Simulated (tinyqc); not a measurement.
Field-effect mobility of a thin-film transistor with band-tail and deep states (multiple trapping). From one set of inputs to another, one input at a time. Computed by tinyqc, a small Python program. Command: `OMP_NUM_THREADS=1 python tinyqc.py 3020016 3020017 out.jsonl tft ladder`. One thread of a shared host (Intel(R) Xeon(R) Processor @ 2.30GHz), about 0.1 s of CPU time with the checks.

A thick film in accumulation at small drain voltage. Only free electrons move; trapped ones still screen the gate. N_c and mu_0 are held fixed when T changes, leaving out the T^(3/2) growth of N_c. x = E_0 - psi is the distance of the Fermi level below the band edge.

The inputs printed are set A. Set A is modelled on polycrystalline silicon; the values taken over come from a set modelled on an amorphous In-Ga-Zn oxide. Inputs not listed in the table keep their values of set A, so the rows need not describe a real material.

Inputs (values chosen for the exercise, modelled on polycrystalline silicon):
```
quantity                                           value         unit
permittivity eps                                    11.7            -
effective density of states N_c                  2.9e+19       1/cm^3
band mobility mu_0                                   170   cm^2/(V s)
tail density at the edge g_t                     3.3e+20  1/(eV cm^3)
tail width E_t                                        60          meV
flat-band Fermi level below the edge, E_0           0.68           eV
equivalent oxide thickness t                         130           nm
surface band bending psi_s as a fraction of E_0     0.95            -
temperature T                                        200            K
```

Deep states: none.

Constants: k_B = 8.617333262e-05 eV/K; e = 1.602176634e-19 C; eps_0 = 8.8541878128e-12 F/m.

Method:
- F_j(eta) = int_0^infinity x^j/(1 + exp(x - eta)) dx, without a gamma-function factor.
- Integrals over x = E/(k_B T) use 160 Gauss-Legendre points in u = sqrt(x) from 0 to sqrt(max(eta, 0) + 32).
- Free n(x) = N_c (2/sqrt(pi)) F_1/2(-x/k_B T), with F_1/2 from its two-term series in exp(-x/k_B T) for x >= 12 k_B T; tail n_t(x) = int_0^1.2eV g_t exp(-E/E_t)/(1 + exp((x - E)/k_B T)) dE, E counted down from the edge, 120 Gauss-Legendre points; space charge rho(psi) = n + n_t less its value at psi = 0.
- Poisson: F(psi) = sqrt((2 e/(eps eps_0)) int_0^psi rho dpsi'); V_G - V_FB = psi_s + eps F(psi_s) t/3.9; free sheet density N_f = int (n - n(E_0))/F dpsi; induced sheet density N_i = eps eps_0 F(psi_s)/e; trapezoid rule on 301 even points in psi, the first interval left out of N_f.
- mu_eff = mu_0 N_f/N_i; field-effect mobility mu_FE = mu_0 e (dN_f/dV_G)/C_ox and swing S = dV_G/dlog10(N_f), by a central difference of +/- 2 mV in psi_s; C_ox = 3.9 eps_0/t.

Each row keeps all changes above it:
```
input moved                                    from       to  V_G - V_FB (V)  free sheet density N_f (1/cm^2)  field-effect mobility mu_FE (cm^2/(V s))
set A                                             -        -           20.34                        1.596e+11                                      41.5
permittivity eps                               11.7     11.5           20.17                        1.582e+11                                      41.5
tail width E_t (meV)                             60       25            9.33                        4.710e+11                                      94.1
equivalent oxide thickness t (nm)               130       54            4.25                        4.710e+11                                      93.4
temperature T (K)                               200      250            5.02                        7.732e+11                                     106.2
effective density of states N_c (1/cm^3)    2.9e+19  4.8e+18            3.93                        1.576e+11                                      37.0
band mobility mu_0 (cm^2/(V s))                 170       13            3.93                        1.576e+11                                       2.8
tail density at the edge g_t (1/(eV cm^3))  3.3e+20  2.9e+19            2.21                        3.716e+11                                       9.6
```

Which inputs carry the difference?

V_G - V_FB goes from 20.3 to 2.21, a factor 0.109 in all. The largest single move comes from equivalent oxide thickness t (a factor 0.456), and temperature T works against it (a factor 1.18). Free sheet density N_f goes from 1.60e11 to 3.72e11, a factor 2.33 in all. The largest single move comes from effective density of states N_c (a factor 0.204), but it runs against the net change; the largest move in the direction of the net change is tail width E_t (a factor 2.98). Field-effect mobility mu_FE goes from 41.5 to 9.62, a factor 0.232 in all. The largest single move comes from band mobility mu_0 (a factor 0.0765), and tail density at the edge g_t works against it (a factor 3.40). The single moves hold for this order of the switches; the total does not depend on the order.

Extremes, crossings and ranges named in words are read from the listed rows.
